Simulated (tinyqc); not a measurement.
Inside a calculation: standing waves and exposure in a photoresist film. Values are carried at full precision from step to step, so a last printed digit may differ when a step is redone from the rounded ones.

Normal incidence from air. Unexposed resist: N1 = n1 + i k1 with k1 = (A + B) lam/(4 pi), lam in micrometres. r01 = (1 - N1)/(1 + N1), t01 = 2/(1 + N1). Substrate Ns = ns + i ks: r12 = (N1 - Ns)/(N1 + Ns). With p = exp(2 pi i N1 d/lam), the field at depth z is E(z) = t01 [exp(2 pi i N1 z/lam) + r12 p^2 exp(-2 pi i N1 z/lam)]/(1 + r01 r12 p^2), the relative intensity I(z) = n1 |E(z)|^2 and the reflectance R = |(r01 + r12 p^2)/(1 + r01 r12 p^2)|^2.

Parameters, chosen for this exercise (a resist on polySi, indices near tabulated ones; not measured data): lam = 193 nm (vacuum wavelength); n1 = 1.687 (resist index); A = 0.06 1/micrometre (bleachable absorption (Dill A)); B = 0.86 1/micrometre (fixed absorption (Dill B)); d = 91 nm (resist thickness); ns = 0.987 (substrate n); ks = 2.17 (substrate k); C = 0.013 cm^2/mJ (exposure rate (Dill C)); D = 80 mJ/cm^2 (incident dose); Ld = 30 nm (diffusion length of the post-exposure bake).

## Interface coefficients

Form N1, r01, t01 and r12.

N1 = 1.68700+0.01413i
r01 = -0.2557-0.0039i
t01 = 0.7443-0.0039i
r12 = -0.2380-0.6119i
|r12|^2 = 0.4310

Next to the bottom the intensity swings by a factor ((1 + |r12|)/(1 - |r12|))^2 = 23.3 between antinode and node.

## Round trip and reflectance

Form p^2, the denominator and R; the period of the standing wave is lam/(2 n1).

p^2 = -0.7739-0.4969i
1 + r01 r12 p^2 = 1.0330-0.1508i
R = 0.4465
period = 57.20 nm

The film holds 1.59 periods.

## Intensity and exposure over the lowest period

Nine depths from d - period to d. Without bleaching during the exposure the share of unexposed compound is m = exp(-C D I).

Profile:
```
z (nm)      I      m
33.8    0.778  0.445
40.9    0.203  0.810
48.1    0.182  0.827
55.2    0.727  0.469
62.4    1.516  0.207
69.5    2.086  0.114
76.7    2.100  0.113
83.8    1.549  0.200
91.0    0.753  0.457
```

I runs from 0.182 to 2.100 on these points, so m runs from 0.113 to 0.827; the least exposed point listed lies 42.9 nm above the bottom.

## Smoothing by the bake

Gaussian diffusion of length Ld multiplies a cosine of period L by exp(-2 pi^2 Ld^2/L^2). Give that factor, and the Ld that leaves 10 %.

factor = 0.00439
Ld for 10 % = 19.54 nm

## Checks

- R against the transfer-matrix product: both 0.44653.
- Absorption (A + B) d times the mean of I against 1 - R - T: both 0.113.

tinyqc: `OMP_NUM_THREADS=1 python tinyqc.py 1650384 1650385 out.jsonl`; about 0.01 s, one thread, shared Intel(R) Xeon(R) Processor @ 2.30GHz.
